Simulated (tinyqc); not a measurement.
Inside a calculation. Model: on-chip interconnect, size-dependent resistivity and RC delay.

Numbers from tinyqc (`OMP_NUM_THREADS=1 python tinyqc.py 2100134 2100135 out.jsonl`; about 0.01 s on one thread of a shared Intel Xeon 2.30GHz). Printed values are rounded.

A rectangular line between two neighbours and two ground planes. Surface and grain-boundary scattering are added to the bulk resistivity as corrections; capacitances are parallel-plate values without fringing; inductance is ignored.

Inputs (values chosen for the exercise); metal values close to those of copper: bulk resistivity rho0 = 1.66 uohm cm; bulk mean free path lam = 40.9 nm; specular share of surface scattering ps = 0.1; reflection coefficient of grain boundaries Rg = 0.34; grain size over the metal width gr = 2; drawn line width wd = 11 nm; aspect ratio, height over width AR = 2.6; liner on both walls and the bottom, not conducting tl = 2.2 nm; space to the neighbouring lines sp = 11 nm; dielectric height to the planes above and below hd = 24 nm; relative permittivity of the dielectric ek = 2.2; Miller factor of the neighbours Mf = 2; line length Lw = 40 um; driver resistance Rd = 8500 ohm; load capacitance Cl = 0.9 fF; time step dt = 61 ps.

Constants: eps0 = 8.8541878128e-12 F/m. Results are converted to the units shown.

Range of the model: The metal width is under the mean free path, where the thick-limit surface term and the simple sum of corrections lose accuracy.

## Resistivity, resistance and capacitance per length

Metal width x = wd - 2 tl, height y = AR wd - tl; grain boundaries (Mayadas-Shatzkes): al = (lam/(gr x)) Rg/(1 - Rg), g = 1/[1 - 3 al/2 + 3 al^2 - 3 al^3 ln(1 + 1/al)] - 1; surfaces (Fuchs-Sondheimer, thick limit): s = (3/8) lam (1 - ps)(1/x + 1/y); rho = rho0 (1 + g + s); r = rho/(x y); c = eps0 ek (2 wd/hd + 2 Mf AR wd/sp).

x = 6.6 nm
y = 26.4 nm
al = 1.59619
g = 2.17879
s = 2.61435
rho = 9.61661 uohm cm
r = 551.918 ohm/um
c = 0.220440 fF/um

rho is 5.79 times the bulk value; surfaces add more (2.61 against 2.18). The liner takes 44.6 % of the cross-section.

## Ladder and Elmore delays

6 equal pi sections: series Rs = r Lw/6; node capacitances c Lw/6, halved at nodes 0 and 6, with Cl added to node 6; Rd feeds node 0. Elmore delay of node k: the sum, over the resistors on the path to k, of resistance times all capacitance downstream of it.

Rs = 3679.45 ohm

```
node    C (fF)  Elmore delay (ps)
0     0.734799            82.5995
1      1.46960            115.651
2      1.46960            143.296
3      1.46960            165.533
4      1.46960            182.363
5      1.46960            193.785
6      1.63480            199.800
```

The far-end value equals Rd (c Lw + Cl) + r Lw (c Lw/2 + Cl) for any number of pi sections; the line resistance contributes 58.7 % of it.

## Step 1: node voltages after a time step

v at t = 0, node 0 to 6 (V): [0, 0, 0, 0, 0, 0, 0]

A 1 V step is applied behind Rd at t = 0. C dv/dt = -G v + b, with G the conductance matrix of the ladder (1/Rs between neighbours, 1/Rd added at node 0) and b = (1 V/Rd, 0, ...). Trapezoidal step: (C/dt + G/2) v(new) = (C/dt - G/2) v + b.

v at t = 1 dt, node 0 to 6 (V): [1.00696, 0.66636, 0.44389, 0.30012, 0.20956, 0.15615, 0.13043]

Node 0 overshoots the 1 V source: the trapezoidal rule rings on modes much faster than dt.

## Step 2: node voltages after a time step

As before.

v at t = 2 dt, node 0 to 6 (V): [0.542810, 0.647374, 0.630435, 0.567872, 0.499570, 0.445530, 0.415109]

## Course in time

A 1 V step is applied behind Rd at t = 0. C dv/dt = -G v + b, with G the conductance matrix of the ladder (1/Rs between neighbours, 1/Rd added at node 0) and b = (1 V/Rd, 0, ...). Trapezoidal step: (C/dt + G/2) v(new) = (C/dt - G/2) v + b. The last column solves the same ladder exactly by its modes.

Voltages (V):
```
t (ps)  node 0  node 3  node 6  node 6, exact
61.00    1.007  0.3001  0.1304         0.1690
122.0    0.543  0.5679  0.4151         0.4151
183.0    1.033  0.6487  0.6062         0.5914
244.0    0.736  0.7925  0.7112         0.7147
305.0    1.059  0.8316  0.8096         0.8008
366.0    0.833  0.8973  0.8615         0.8609
427.0    1.065  0.9209  0.9066         0.9029
488.0    0.887  0.9481  0.9341         0.9322
549.0    1.061  0.9638  0.9540         0.9526
610.0    0.919  0.9730  0.9688         0.9669
671.0    1.053  0.9842  0.9773         0.9769
732.0    0.939  0.9854  0.9852         0.9839
```

The far end of the ladder reaches 0.5 V at 148.7 ps, 0.744 of its Elmore delay (ln 2 = 0.693 for a single pole); the slowest mode has a time constant of 169.9 ps. The largest error of the trapezoidal steps at that node is 39 mV. Node 0 swings up and down from step to step: the trapezoidal rule does not damp modes much faster than dt, so these swings are numerical.
